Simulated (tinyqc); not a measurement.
Polytypes and stacking faults of a tetrahedral semiconductor in an axial Ising model with couplings up to third neighbours. Changing the J1. Computed by tinyqc, a small Python program. Command: `OMP_NUM_THREADS=1 python tinyqc.py 3015877 3015878 out.jsonl polytype sweep`. One thread of a shared host (Intel(R) Xeon(R) Processor @ 2.30GHz), about 0.02 s of CPU time with the checks.

Each double layer has s = +1 or -1 for the sense of its stacking step; E per pair of atoms = E0 - sum_n J_n <s_i s_(i+n)>, n = 1, 2, 3. Hexagonality h = (1 - <s_i s_(i+1)>)/2.

Inputs (values chosen for the exercise, of the order of those of SiC for J, a, G and the gaps):
```
quantity                  value      unit
J2                        -2.03  meV/pair
J3                        -0.41  meV/pair
basal lattice constant a   3.08  angstrom
shear modulus G             198       GPa
Poisson ratio nu           0.27         -
gap of 3C                  2.39        eV
gap of 4H                  3.26        eV
```

Host polytype: 4H.

correlations of the repeat units 3C (+), 2H (+-), 4H (++--), 6H (+++---), 15R (+++--), 8H (++++----), 21R (++++---), 9R (++-):
```
         n = 1      n = 2      n = 3
3C    1.000000   1.000000   1.000000
2H   -1.000000   1.000000  -1.000000
4H    0.000000  -1.000000   0.000000
6H    0.333333  -0.333333  -1.000000
15R   0.200000  -0.600000  -0.600000
8H    0.500000   0.000000  -0.500000
21R   0.428571  -0.142857  -0.714286
9R   -0.333333  -0.333333   1.000000
```

fault coefficients k_n:
```
                      J1  J2  J3
single Shockley (31)   0  -4   0
double Shockley (62)  -4  -8   0
Frank-type (32)       -1  -2   3
```

Constants: 1 eV/angstrom^2 = 16.02176634 J/m^2.

Method:
- E - E(3C) = sum_n J_n (1 - C_n), C_n = <s_i s_(i+n)>. The gap is taken linear in h between 3C (h = 0) and 4H (h = 1/2), a rough rule, with a dash beyond.
- Faults in 4H: the sequences single Shockley (31) (+++-), double Shockley (62) (++++++--), Frank-type (32) (+++--) are put between perfect repeats; k_n = (layers x C_n of the host) - sum_i s_i s_(i+n). gamma = sum k_n J_n/A, A = (sqrt 3/2) a^2; 1 meV/angstrom^2 = 16.02177 mJ/m^2.
- Screw line, bounded by the single Shockley (31) fault of energy gamma: b = a, partials b_p = a/sqrt 3; d = G b_p^2 (2 - 3 nu)/(8 pi gamma (1 - nu)). One partial is driven off by the shear stress gamma/b_p along its Burgers vector.

One run for each value; columns: (1) J1 (meV/pair); (2) E(2H) - E(3C) (meV/pair); (3) E(4H) - E(3C) (meV/pair); (4) E(6H) - E(3C) (meV/pair); (5) energy of the glide fault, single Shockley (31) (mJ/m^2); (6) splitting width d (nm):
```
(1)       (2)     (3)     (4)    (5)    (6)
-3.850  -8.52  -8.320  -6.093  15.84  25.64
-2.580  -5.98  -7.050  -5.247  15.84  25.64
-1.320  -3.46  -5.790  -4.407  15.84  25.64
-0.055  -0.93  -4.525  -3.563  15.84  25.64
1.210    1.60  -3.260  -2.720  15.84  25.64
2.470    4.12  -2.000  -1.880  15.84  25.64
3.740    6.66  -0.730  -1.033  15.84  25.64
5.000    9.18   0.530  -0.193  15.84  25.64
6.270   11.72   1.800   0.653  15.84  25.64
```

Over the rows, E(2H) - E(3C) (meV/pair) rises from -8.52 to 11.7; E(4H) - E(3C) (meV/pair) rises from -8.32 to 1.80; E(6H) - E(3C) (meV/pair) rises from -6.09 to 0.653. All energies are linear in J1, with slopes 2, 1 and 2/3 for 2H, 4H and 6H: twice the hexagonality.

Extremes, crossings and ranges named in words are read from the listed rows.
